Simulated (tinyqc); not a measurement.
Schottky diode by thermionic emission with image-force lowering and series resistance: two steps of the calculation.

Metal on an n-type semiconductor with one parabolic valley; V > 0 is forward bias (metal positive). I = I0 [exp(Vj/(n Vt)) - 1] with Vj = V - I Rs; I0 = S A* T^2 exp(-(phi - dphi)/Vt), the lowering dphi taken at zero bias.

Values chosen for this exercise; band and dielectric values close to those of gallium nitride:
- T = 300 K (temperature)
- me = 0.196 m0 (electron mass)
- eps_r = 9.67 (relative permittivity)
- phi = 0.76 eV (barrier height seen from the metal)
- Nd = 1.4e17 cm^-3 (donor density)
- S = 3.4e-5 cm^2 (area)
- n = 1.14 (ideality factor)
- Rs = 2.2 ohm (series resistance)
- V = 0.77 V (applied bias)

Constants: q = 1.602176634e-19 C, kB = 1.380649e-23 J/K, h = 6.62607015e-34 J s, m0 = 9.1093837015e-31 kg, Vt = kB T/q, eps0 = 8.8541878128e-14 F/cm where lengths are in cm. Results are converted to the units shown.

Question 1. Saturation current. A* = 4 pi q me m0 kB^2/h^3 (times 1e-4 for A/(cm^2 K^2)); Nc = 2 (2 pi me m0 kB T/h^2)^1.5 (times 1e-6 for cm^-3); xi = Vt ln(Nc/Nd), Vbi = phi - xi; surface field Em = sqrt(2 q Nd (Vbi - V - Vt)/(eps0 eps_r)); dphi = sqrt(q Em/(4 pi eps0 eps_r)). Here V = 0 in Em.

Find: A*; Nc; Vbi; Em; dphi; I0.

Answer 1.

A* = 23.554 A/(cm^2 K^2)
Nc = 2.1775e18 cm^-3
Vbi = 0.68905 V
Em = 186.41 kV/cm
dphi = 52.686 meV
I0 = 9.4501e-11 A

The lowering raises I0 by a factor of 7.68.

Question 2. Junction voltage. Fixed-point step: I = (V - Vj)/Rs, then Vj(new) = n Vt ln(1 + I/I0).

I0 = 9.4501288e-11 A
Vj at the start = 0.38 V

Find: Vj after iteration 1.

Answer 2.

Vj after iteration 1 = 0.6293 V

tinyqc, about 0.01 s, one thread, Intel Xeon 2.30GHz (shared host): `OMP_NUM_THREADS=1 python tinyqc.py 2640003 2640004 out.jsonl`
